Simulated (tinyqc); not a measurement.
Changing the temperature T: dopant redistribution at a moving silicon-oxide interface during parabolic oxidation. Computed by tinyqc, a small Python program. Command: `OMP_NUM_THREADS=1 python tinyqc.py 3025773 3025774 out.jsonl segox sweep`. One thread of a shared host (Intel(R) Xeon(R) Processor @ 2.30GHz), about 0.01 s of CPU time with the checks.

Uniformly doped silicon is oxidised with x_ox = sqrt(B t); the interface advances into the silicon by alpha x_ox, alpha = 0.44. The dopant does not move in the oxide, and at the interface C(silicon) = m C(oxide).

Inputs (values chosen for the exercise, modelled on boron in silicon under dry oxygen):
```
quantity,value,unit
dopant prefactor D0,0.81,cm^2/s
dopant activation energy E,3.5,eV
oxidation prefactor B0,762,um^2/h
oxidation activation energy E_B,1.23,eV
segregation coefficient m = C(silicon)/C(oxide),0.16,-
bulk doping C_B,6e+16,1/cm^3
time t,0.67,h
```

Constants: k_B = 8.617333262e-05 eV/K.

Method:
- D = D0 exp(-E/(k_B T)), converted with 1 cm^2/s = 3.6e11 um^2/h; B = B0 exp(-E_B/(k_B T)); s = alpha sqrt(B/(4 D)), the interface advance over 2 sqrt(D t).
- Temperatures in kelvin are T(C) + 273.15.
- With the dopant diffusivity D and s = alpha x_ox/(2 sqrt(D t)), in the silicon C = C_B + (C_s - C_B) erfc(y/(2 sqrt(D t)))/erfc(s), y from the original surface. Dopant balance at the interface gives C_s/C_B = 1/[1 + (1/(m alpha) - 1) g], g = sqrt(pi) s exp(s^2) erfc(s).

One run for each value:
```
temperature T (C),ratio C_s/C_B,s,oxide thickness (um),diffusion length 2 sqrt(D t) (um)
850,0.08275,1.3930,0.03930,0.01241
900,0.09640,0.8451,0.05152,0.02683
950,0.11789,0.5340,0.06607,0.05444
1000,0.14826,0.3499,0.08309,0.10449
1050,0.18788,0.2367,0.10269,0.19092
1100,0.23633,0.1647,0.12497,0.33385
1150,0.29224,0.1176,0.15001,0.56132
1200,0.35344,0.0859,0.17785,0.91108
```

Over the rows, ratio C_s/C_B rises from 0.0827 to 0.353; s falls from 1.39 to 0.0859; oxide thickness (um) rises from 0.0393 to 0.178. Diffusion has the larger activation energy, so a hot oxidation lets it even out the profile and the ratio moves towards 1.

Caution (all rows): in this case the oxide is not much thicker than a typical Deal-Grove length A, so real growth is slower than parabolic. Caution (all rows): parabolic growth needs an oxide much thicker than the Deal-Grove length A, which fails for thin films and low temperatures; oxidation-enhanced or retarded diffusion is ignored.
